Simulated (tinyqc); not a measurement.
Pillar capacitor in an array: capacitance, non-linearity, leakage and relaxation: one step of the calculation.

A film between two metal electrodes, each interface adding a series capacitance ci. The small-signal permittivity is ek (1 + aq E^2); the field is found with the linear permittivity. Leakage J = J0 sinh(E/Ef). After a voltage step the film passes a relaxation current kr C V tt^(-nr), tt being the time in seconds. The sidewall is a coaxial capacitor with radii a = dm/2 and b = dm/2 + t, depth AR dm; the end face is left out.

Task. Planar capacitance, field and non-linearity. Planar film: Cf = eps0 ek/t, 1/C = 1/Cf + 2/ci, EOT = 3.9 eps0/C, effective permittivity C t/eps0, E = (V/t) C/Cf; quadratic coefficient [C(V)/C - 1]/V^2 with Cf (1 + aq E^2) in C(V).

Values chosen for this exercise; permittivity of the order of that of strontium titanate: relative permittivity of the film ek = 142; film thickness t = 24 nm; capacitance of each electrode interface (dead layer and screening) ci = 32 uF/cm^2; quadratic field coefficient of the permittivity aq = -0.056 cm^2/MV^2; bias V = 1.4 V; leakage prefactor J0 = 1.3e-10 A/cm^2; field for an e-fold rise of the leakage Ef = 0.18 MV/cm.

Constants: eps0 = 8.8541878128e-14 F/cm where lengths are in cm. Results are converted to the units shown.

Find: Cf; C; EOT; effective permittivity; E; quadratic coefficient; J.

Result.

Cf = 5.2387 uF/cm^2
C = 3.9465 uF/cm^2
EOT = 0.87498 nm
effective permittivity = 106.97
E = 0.43945 MV/cm
quadratic coefficient = -4167.7 ppm/V^2
J = 7.4112e-10 A/cm^2

The interfaces take 24.7 % of the voltage.

Program tinyqc, `OMP_NUM_THREADS=1 python tinyqc.py 2102133 2102134 out.jsonl`; Intel Xeon 2.30GHz, shared host, one thread, about 0.01 s.
